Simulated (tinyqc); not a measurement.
# Floating body of a partially depleted SOI transistor: body voltage and kink: transfer curve and swing

Source at 0 V. Channel current Ic = 2 nf K Vt^2 [F(0) - F(Vd)](1 + la Vd), F(V) = ln^2(1 + exp((Vg - VT - nf V)/(2 nf Vt))), VT = VT0 - gb Vb. Saturation voltage Vs = 2 Vt sqrt(F(0)) + 3 Vt, excess Ve = (Vd - Vs + sqrt((Vd - Vs)^2 + 0.0004 V^2))/2, multiplication M1 = Ai Ve exp(-Bl/Ve). Each junction passes D(v) = J1 (exp(v/Vt) - 1) + J2 (exp(v/(2 Vt)) - 1). Bipolar current Ib = bb J1 (exp(Vb/Vt) - 1). The body settles where M1 (Ic + Ib) = D(Vb) + D(Vb - Vd) + Vb/Rb; drain current Id = (1 + M1)(Ic + Ib) - D(Vb - Vd).

Rows with more than one solution for Vb (latch) are left out; dId/dVd by a forward difference over 1e-4 V, swing = 1e-4 V over the change of log10 Id; M1 under 1e-12 is printed as 0.

Inputs (values chosen for the exercise); values of the order met in partially depleted silicon-on-insulator transistors: temperature T = 358 K; threshold at zero body voltage VT0 = 0.32 V; fall of the threshold per volt of body voltage gb = 0.23; slope factor nf = 1.15; gain factor per width K = 440 uA/(V^2 um); channel-length modulation factor la = 0.03 1/V; impact-ionisation prefactor Ai = 3.36 1/V; impact-ionisation voltage Bl = 4.7 V; diffusion saturation current of each junction J1 = 2.4e-10 uA/um; recombination saturation current of each junction J2 = 7.9e-8 uA/um; gain of the lateral bipolar transistor on the diffusion current bb = 0; resistance of a weak body tie to the source (1e9 stands for no tie, and the term is then dropped) Rb = 1e9 kohm um; drain voltage Vd = 2 V.

Constants: q = 1.602176634e-19 C, kB = 1.380649e-23 J/K, Vt = kB T/q. Results are converted to the units shown.

Transfer curve and swing:
columns A: Vg (V); B: Vb (V); C: M1; D: Id, floating (uA/um); E: Id, grounded (uA/um); F: ratio; G: swing, floating (mV/decade); H: swing, grounded (mV/decade)
```
A           B       C         D         E      F      G      H
-0.13  0.2889  0.5451  3.176e-5  4.962e-6  6.402  56.20  83.09
-0.03  0.4410  0.5436  0.001386  8.142e-5  17.03  64.78  82.08
0.07   0.5512  0.5355   0.04124  0.001332  30.96  72.20  82.94
0.17   0.6379  0.5052    0.6904   0.02041  33.82  97.62  86.63
0.27   0.6928  0.4446     4.441    0.2505  17.73  162.9  99.99
0.37   0.7232  0.3731     13.43     1.849  7.263  267.0  138.0
0.47   0.7404  0.3052     27.28     7.186  3.797  393.5  212.9
0.57   0.7506  0.2445     45.12     17.40  2.593  530.0  319.2
0.67   0.7563  0.1916     66.35     32.06  2.069  669.8  443.5
```

Read the table: what changes, and by how much?

Vb rises from 0.289 to 0.756 V. The smallest swing among the rows is 56.2 mV a decade with a floating body (at Vg = -0.13 V) and 82.1 with a grounded one; Vt ln 10 = 71.0. The floating swing is smaller by more than 3 % for Vg = -0.13, -0.03, 0.07 V, where the rising Vb lowers the threshold as Vg rises. In the first row the floating body raises the current by a factor of 6.40.

Range of the model: The multiplication law is an empirical form chosen for the exercise; self-heating and capacitive coupling to the body are left out, and the linear laws are rough once Vb passes about 0.7 V or M1 about 0.1.

tinyqc, about 0.2 s, one thread, Intel Xeon 2.30GHz (shared host): `OMP_NUM_THREADS=1 python tinyqc.py 2182272 2182273 out.jsonl`
